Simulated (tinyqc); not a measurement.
# Holstein polaron on two sites, step by step

A worked calculation. Computed by tinyqc, a small Python program that keeps every step. Command: `OMP_NUM_THREADS=1 python tinyqc.py 3002068 3002069 out.jsonl holstein walk`. One thread of a shared host (Intel(R) Xeon(R) Processor @ 2.30GHz), about 0.01 s of CPU time with the checks. Intermediate numbers are printed to about 6 digits and carried at full precision; extremes and crossings named in words are read from the listed rows.

One electron on sites 1 and 2: H = -t (c1+ c2 + c2+ c1) + hbar omega sum_i b_i+ b_i - g hbar omega sum_i n_i (b_i + b_i+). The symmetric phonon shifts the energy by -g^2 hbar omega/2 and drops out; with b = (b_1 - b_2)/sqrt(2) there remains H = -t sigma_x + hbar omega b+ b - (g hbar omega/sqrt(2)) sigma_z (b + b+). Parity splits it into blocks p = +1 and -1 over phonon numbers n. Zero-point energies are left out. Weights Z refer to mode b alone; the displaced symmetric mode multiplies the full zero-phonon weight by exp(-g^2/2).

Inputs (values chosen for the exercise, for a model dimer):

| quantity | value | unit |
|---|---|---|
| hopping t | 20 | meV |
| phonon energy hbar omega | 47.6 | meV |
| coupling g | 1.95 | - |
| phonon levels kept N | 3 | - |
| temperature T | 600 | K |

Constants: hbar = 6.582119569e-16 eV s; k_B = 8.617333262e-05 eV/K.

## Energy scales

Polaron binding energy E_p = g^2 hbar omega; ratio E_p/t (the adiabatic potential has two wells when it exceeds 1); adiabaticity hbar omega/t.

E_p = 180.999 meV

E_p/t = 9.04995

hbar omega/t = 2.38

## The even block in a small basis

Block p: H_nn = n hbar omega - p t (-1)^n - g^2 hbar omega/2, H_(n,n+1) = -(g hbar omega/sqrt(2)) sqrt(n + 1). Take p = +1 and n = 0..N-1.

H, even block (meV):
```
          1        2        3
1  -110.499  -65.634    0.000
2   -65.634  -22.899  -92.820
3     0.000  -92.820  -15.300
```

## Levels in the small basis

Diagonalise H; the eigenvector has its largest component positive; Z is the weight of n = 0.

levels (meV): -163.096  -70.620  85.017

lowest eigenvector: 0.726343  0.582063  0.365551

Z in the small basis = 0.527575

## Converged results

Use 60 levels in both blocks; Z = c_0^2 is the weight of n = 0 in the ground state c; the splitting is the lowest odd level less the lowest even one, which without coupling is the smaller of 2t and hbar omega; <sigma_x> = sum (-1)^n c_n^2 measures the kinetic energy.

ground-state energy = -182.779 meV

weight Z of n = 0 in mode b = 0.202315

mean phonon number in b = 1.78910

splitting = 0.936994 meV

splitting/(2t) = 0.0234248

<sigma_x> = 0.156862

The small basis misses the ground-state energy by 19.7 meV. The splitting has collapsed while <sigma_x> stays much larger: the electron still makes virtual hops, but drags its distortion only slowly.

## Approximations to the ground state

Second order: E = -t - E_p/2 - (E_p/2) hbar omega/(hbar omega + 2t). Lang-Firsov: E = -E_p - t exp(-g^2). Variable displacement: E(x) = -E_p/2 - t exp(-g^2 x^2) - (E_p/2)(2x - x^2), minimised over 0 <= x <= 1. Adiabatic, classical lattice: E = -E_p/2 - t for E_p < t, else -E_p - t^2/(2 E_p); it leaves out the change of zero-point energy.

Ground-state energy (meV):

| method | E | E - exact |
|---|---|---|
| second order in g | -159.675 | 23.1040 |
| Lang-Firsov | -181.445 | 1.3337 |
| variable displacement | -181.482 | 1.2972 |
| adiabatic, classical | -182.104 | 0.6751 |

best displacement x = 0.97842

Closest here is adiabatic, classical (+0.68 meV), furthest second order in g (+23.10 meV), at hbar omega/t = 2.38 and E_p/t = 9.05. Lang-Firsov and variable displacement are variational and lie above the exact value. The Lang-Firsov narrowing exp(-g^2) = 0.0223 compares with the exact splitting ratio 0.0234.

## Hopping rate at temperature T

Nonadiabatic high-temperature (Marcus-Holstein) rate with reorganisation energy Lambda = 2 E_p, where E_p = g^2 hbar omega is the polaron binding energy: k = (t^2/hbar) sqrt(pi/(Lambda k_B T)) exp(-Lambda/(4 k_B T)); the adiabatic barrier is Lambda/4 - t + t^2/Lambda for E_p > t.

diabatic barrier Lambda/4 = 90.4995 meV

rate k = 1.36770e+12 1/s

adiabatic barrier = 71.6045 meV

Checks made by the program: 60 against 80 levels (relative difference below 1e-10); Hellmann-Feynman: dE/dt = -<sigma_x> (relative difference 1e-10).
